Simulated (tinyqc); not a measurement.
Hopping conduction between localised states: one step, computed by the program tinyqc. Command: `OMP_NUM_THREADS=1 python tinyqc.py 3014083 3014084 out.jsonl hop walk`. One thread of a shared host (Intel(R) Xeon(R) Processor @ 2.30GHz), about 0.01 s of CPU time with the checks.

Energies are counted from the Fermi level. A small network shows the mechanism; the laws of an infinite system follow.

Question. Pair exponents. Miller-Abrahams exponent s_ij = 2 r_ij/xi + (|E_i| + |E_j| + |E_i - E_j|)/(2 k_B T); G_ij = G_0 exp(-s_ij). The diagonal is set to 0 and not used.

Inputs (values chosen for the exercise, for a model defective oxide): localisation length xi = 0.62 nm; temperature T = 32 K.

Dimension: 3D.

sites of the small network (nm, nm, meV):
```
      x     y  energy
1     0  0.12    1.18
2  0.59  0.24  -13.04
3  1.76  1.26    8.78
4  2.16  1.63  -16.47
5  3.23  0.86  -13.38
6  4.01  1.47    4.23
7  4.49   0.9   -2.49
8   5.5  0.73   -1.54
```

Constants: k_B = 8.617333262e-05 eV/K.

Give: s_ij.

Answer.

s_ij:
```
       1      2      3      4      5      6      7      8
1   0.00   7.10   9.95  14.90  15.97  15.18  16.03  18.84
2   7.10   0.00  12.92  12.74  13.60  17.99  17.49  20.65
3   9.95  12.92   0.00  10.91  12.95  10.47  12.97  15.93
4  14.90  12.74  10.91   0.00  10.23  13.50  13.85  17.13
5  15.97  13.60  12.95  10.23   0.00   9.58   8.92  12.19
6  15.18  17.99  10.47  13.50   9.58   0.00   4.84   7.46
7  16.03  17.49  12.97  13.85   8.92   4.84   0.00   4.21
8  18.84  20.65  15.93  17.13  12.19   7.46   4.21   0.00
```
